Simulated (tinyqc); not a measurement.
Current of a Schottky diode by thermionic-emission-diffusion theory, and its read-back from I-V-T and C-V data: one step, computed by the program tinyqc. Command: `OMP_NUM_THREADS=1 python tinyqc.py 3014933 3014934 out.jsonl schottky walk`. One thread of a shared host (Intel(R) Xeon(R) Processor @ 2.30GHz), about 0.01 s of CPU time with the checks.

Full ionisation, no tunnelling, no recombination current. V is the voltage across the junction itself, forward positive.

Question. Barrier at the given bias. N_c(T) = N_c (T/300 K)^(3/2); V_bi = phi_0 - (k_B T/e) ln(N_c(T)/N); surface field F = sqrt(2 e N (V_bi - V - k_B T/e)/(eps eps_0)); image lowering d_phi = sqrt(e F/(4 pi eps eps_0)); effective barrier phi = phi_0 - d_phi - sigma^2 (1 - rho V)/(2 k_B T).

Inputs (values chosen for the exercise, modelled on n-type Ga2O3):

| quantity | value | unit |
|---|---|---|
| Richardson constant A* | 32.3 | A/(cm^2 K^2) |
| effective density of states at 300 K, N_c | 3.8e+18 | 1/cm^3 |
| permittivity eps | 10.2 | - |
| mobility mu | 110 | cm^2/(V s) |
| barrier without image force phi_0 (mean) | 1.19 | eV |
| doping N | 1e+16 | 1/cm^3 |
| junction voltage V | 0.58 | V |
| temperature T | 350 | K |
| standard deviation sigma | 100 | meV |
| relative change of sigma^2 with bias, rho | 0.6 | 1/V |

Barrier: Gaussian spread of heights.

Constants: k_B = 8.617333262e-05 eV/K; e = 1.602176634e-19 C; eps_0 = 8.8541878128e-12 F/m.

Give: built-in voltage V_bi; surface field F; image lowering; effective barrier phi.

Answer.

built-in voltage V_bi = 1.004 V

surface field F = 37.38 kV/cm

image lowering = 22.97 meV

effective barrier phi = 1.059 eV
